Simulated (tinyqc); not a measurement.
Long-channel MOSFET, surface-potential model: two steps of the calculation.

n-channel transistor on a uniformly doped p-type body, gradual-channel approximation, constant mobility, Boltzmann statistics, full ionisation. Potentials are counted from the neutral body; V is the electron quasi-Fermi potential, Vsb at the source and Vsb + Vds at the drain. Charges are magnitudes per area.

Values chosen for this exercise; material values close to those of silicon:
- T = 300 K (temperature)
- Vfb = -0.34 V (flat-band voltage)
- Vsb = 0 V (source-body reverse bias)
- Vgs = 0.82 V (gate-source voltage)

Constants: q = 1.602176634e-19 C, kB = 1.380649e-23 J/K, Vt = kB T/q. Results are converted to the units shown.

Task 1. Surface potential at the source by Newton steps. With V = Vsb: G = psi - Vt + Vt e, e = exp((psi - 2 phiF - Vsb)/Vt); f = Vgs + Vsb - Vfb - psi - gamma sqrt(G); f' = -1 - gamma (1 + e)/(2 sqrt(G)); psi(new) = psi - f/f'.

psi at the start (the smaller of 2 phiF + Vsb + 4 Vt and the root without inversion charge) = 0.82407400 V
phiF = 0.36033315 V
gamma = 0.035896722 V^0.5

Give: G; f; f'; psi after iteration 1.

Result 1.

G = 2.210 V
f = 0.2826 V
f' = -1.671
psi after iteration 1 = 0.9931 V

Task 2. Inversion charge along the channel. The surface potential psi at channel potential V solves Vgs + Vsb - Vfb - psi = gamma sqrt(G), G = psi - Vt + Vt exp((psi - 2 phiF - V)/Vt). Charge sheet: Qi = Cox gamma [sqrt(G) - sqrt(psi - Vt)]. Pao-Sah: Qi = (Cox gamma/2) integral from 3 Vt to psi of exp((u - 2 phiF - V)/Vt)/sqrt(G(u, V)) du.

V, point 0 to 10 (V): 0  0.08  0.16  0.24  0.32  0.4  0.48  0.56  0.64  0.72  0.8
phiF = 0.36033315 V
Cox = 2.1441493 uF/cm^2
gamma = 0.035896722 V^0.5

Give: psi; Qi, charge sheet; Qi, Pao-Sah.

Result 2.

```
point  psi (V)  Qi, charge sheet (nC/cm^2)  Qi, Pao-Sah (nC/cm^2)
0       0.9142                      454.59                 457.79
1       0.9781                      314.92                 317.36
2       1.0367                      187.06                 188.71
3       1.0856                      80.377                 81.205
4       1.1153                      15.571                 15.754
5       1.1220                     0.99273                 1.0048
6       1.1224                    0.045987               0.046550
7       1.1224                   0.0020852              0.0021107
8       1.1224                   9.4456e-5              9.5611e-5
9       1.1224                   4.2785e-6              4.3308e-6
10      1.1224                   1.9380e-7              1.9617e-7
```

At the source the charge-sheet charge is 0.70 % below the Pao-Sah one.

Computed by the program tinyqc: `OMP_NUM_THREADS=1 python tinyqc.py 2360119 2360120 out.jsonl`, one thread of a shared Intel Xeon 2.30GHz, about 0.07 s for the whole run.
